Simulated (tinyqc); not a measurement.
From results back to parameters: Lorentz oscillators and the Kramers-Kronig relations. Two cases, with inputs chosen for the exercise.

Problem. At normal incidence from vacuum the amplitude r = (1 - N)/(1 + N) with N = n + i k is written r = -sqrt(R) exp(i theta). R and the phase theta are given.

Case 1.

R = 0.116934
theta = 0.056526 rad

Case 2.

R = 0.370668
theta = 0.579302 rad

Find: n; k; eps1; eps2.

Solution. N = (1 - r)/(1 + r) = (1 + sqrt(R) exp(i theta))/(1 - sqrt(R) exp(i theta)); eps = N^2.

Case 1.

n = 2.034
k = 0.089
eps1 = 4.13
eps2 = 0.36

Case 2.

n = 1.789
k = 1.895
eps1 = -0.39
eps2 = 6.78

Computed by tinyqc, one run a case: `OMP_NUM_THREADS=1 python tinyqc.py N N+1 out.jsonl` with N = 1652561, 1652628; one thread of a shared Intel(R) Xeon(R) Processor @ 2.30GHz, about 0.2 s a run at most.
